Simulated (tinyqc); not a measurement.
# MOS capacitor on a p-type substrate, surface potential from the exact charge relation: effect of the temperature on threshold and swing

Uniform p-type substrate, Boltzmann statistics, full ionisation, classical densities. psi is the surface potential against the body (positive when the bands bend down) and u = psi/Vt. Traps are spread evenly over the gap and neutral at flat band, so their charge is -q Dit psi; the minority quasi-Fermi level is shifted by Vb.

Nc and Nv are given at 293 K and scale as (T/293 K)^1.5; Eg is held fixed. ni = sqrt(Nc Nv) exp(-Eg/(2 Vt)), Eg in volts; phiF = Vt ln(N/ni); Cox = eps0 eox/tox; Vfb = phiM - chi - (Eg - Vt ln(Nv/N)) - q Nf/Cox; VT = Vfb + [(2 phiF + Vb)(1 + q Dit/Cox) + sqrt(2 eps0 eps_r q N (2 phiF + Vb))/Cox]. gamma = sqrt(2 eps0 eps_r q N)/Cox; Wm = sqrt(2 eps0 eps_r (2 phiF + Vb)/(q N)); m = 1 + (eps0 eps_r/Wm + q Dit)/Cox; swing m Vt ln 10; Cmin/Cox = 1/(1 + Cox Wm/(eps0 eps_r)).

Parameters, values chosen for the exercise; band and dielectric values close to those of silicon:
- Eg = 1.1 eV (band gap)
- eps_r = 11.6 (relative permittivity)
- Nc = 2.71e19 cm^-3 (conduction-band density of states at the reference temperature)
- Nv = 2.58e19 cm^-3 (valence-band density of states at the reference temperature)
- chi = 4.02 eV (electron affinity)
- N = 6.5e17 cm^-3 (acceptor density of the substrate)
- eox = 3.9 (relative permittivity of the gate insulator (close to silicon dioxide))
- tox = 4.6 nm (insulator thickness)
- phiM = 4.84 eV (gate work function)
- Nf = -1.7e10 cm^-2 (fixed charge at the interface, in units of q)
- Dit = 0 cm^-2 eV^-1 (density of interface traps)
- Vb = 0 V (reverse bias of the inversion layer against the body)

Constants: q = 1.602176634e-19 C, kB = 1.380649e-23 J/K, Vt = kB T/q, eps0 = 8.8541878128e-14 F/cm where lengths are in cm. Results are converted to the units shown.

The same in every row: gamma (V^0.5) = 0.6161.

Effect of the temperature on threshold and swing:
```
T (K),Vfb (V),2 phiF (V),VT (V),Wm (nm),m,swing (mV/decade),Cmin/Cox
200,-0.2228,0.9920,1.383,44.23,1.309,51.96,0.2362
240,-0.2064,0.9591,1.356,43.49,1.315,62.60,0.2393
280,-0.1892,0.9245,1.328,42.70,1.320,73.36,0.2427
320,-0.1712,0.8883,1.298,41.86,1.327,84.25,0.2463
360,-0.1526,0.8509,1.267,40.97,1.334,95.29,0.2504
400,-0.1334,0.8123,1.234,40.03,1.342,106.5,0.2547
440,-0.1137,0.7727,1.201,39.04,1.350,117.9,0.2595
```

As T goes from 200 to 440, VT falls from 1.38 to 1.20 V, the swing rises from 52.0 to 118 mV/decade and Cmin/Cox rises from 0.236 to 0.260. Of the change of VT by -0.182 V, 0.109 V comes from Vfb and -0.291 V from the band bending and the charge it takes. VT changes by -0.759 mV/K on average.

Computed by the program tinyqc: `OMP_NUM_THREADS=1 python tinyqc.py 2060148 2060149 out.jsonl`, one thread of a shared Intel Xeon 2.30GHz, about 0.06 s for the whole run.
